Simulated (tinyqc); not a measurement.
Optical gain and spontaneous emission in a bulk direct-gap semiconductor: one step. Absorption of the empty crystal. Three cases, with inputs chosen for the exercise.

Task: Evaluate at E for heavy and light holes.

Parabolic bands, vertical transitions, no excitons. For each hole band j: mr = me mj/(me + mj); joint density of states J_j(E) = (mr/c)^(3/2) sqrt(E - Eg)/(2 pi^2), both spins, c = hbar^2/2m0; averaged matrix element |e.p|^2 = m0 Ep/6; alpha_j(E) = 4 pi^2 alpha_f c Ep J_j/(3 nr E) in 1/angstrom (alpha_f the fine-structure constant, listed as alpha among the constants), times 1e8 for 1/cm.

Constants: hbar^2/2m0 = 3.80998211 eV angstrom^2; fine-structure constant alpha = 0.007297352564.

Case 1.

Values chosen (near those of GaAs; shifted at random, so the results belong to these values and not to a real crystal): Eg = 1.462 eV (direct gap); me = 0.0687 m0 (electron mass); mhh = 0.476 m0 (heavy-hole mass); mlh = 0.0815 m0 (light-hole mass); Ep = 26.6 eV (Kane energy); nr = 3.56 (refractive index); E = 1.565 eV (photon energy).

Case 2.

Values chosen (near those of InP; shifted at random, so the results belong to these values and not to a real crystal): Eg = 1.327 eV (direct gap); me = 0.0785 m0 (electron mass); mhh = 0.626 m0 (heavy-hole mass); mlh = 0.0909 m0 (light-hole mass); Ep = 20.9 eV (Kane energy); nr = 3.43 (refractive index); E = 1.42 eV (photon energy).

Case 3.

Values chosen (near those of InGaAs; shifted at random, so the results belong to these values and not to a real crystal): Eg = 0.761 eV (direct gap); me = 0.0411 m0 (electron mass); mhh = 0.47 m0 (heavy-hole mass); mlh = 0.0529 m0 (light-hole mass); Ep = 23.1 eV (Kane energy); nr = 3.56 (refractive index); E = 0.84 eV (photon energy).

Give: mr, J and alpha of each hole band.

Result:

Case 1.

mr, J and alpha of each hole band:
```
hole   mr (m0)  J (1/(eV angstrom^3))  alpha (1/cm)
heavy  0.06004              3.216e-05        5617.7
light  0.03728              1.574e-05        2748.6
```

The heavy-hole band gives 67 % of the total, 8366 1/cm.

Case 2.

mr, J and alpha of each hole band:
```
hole   mr (m0)  J (1/(eV angstrom^3))  alpha (1/cm)
heavy  0.06975              3.827e-05        6008.4
light  0.04212              1.796e-05        2819.7
```

The heavy-hole band gives 68 % of the total, 8828 1/cm.

Case 3.

mr, J and alpha of each hole band:
```
hole   mr (m0)  J (1/(eV angstrom^3))  alpha (1/cm)
heavy  0.03779              1.407e-05        3976.1
light  0.02313              6.735e-06        1903.5
```

The heavy-hole band gives 68 % of the total, 5880 1/cm.

Computed by tinyqc, one run a case: `OMP_NUM_THREADS=1 python tinyqc.py N N+1 out.jsonl` with N = 1651717, 1651796, 1651825; one thread of a shared Intel(R) Xeon(R) Processor @ 2.30GHz, about 0.1 s a run at most.
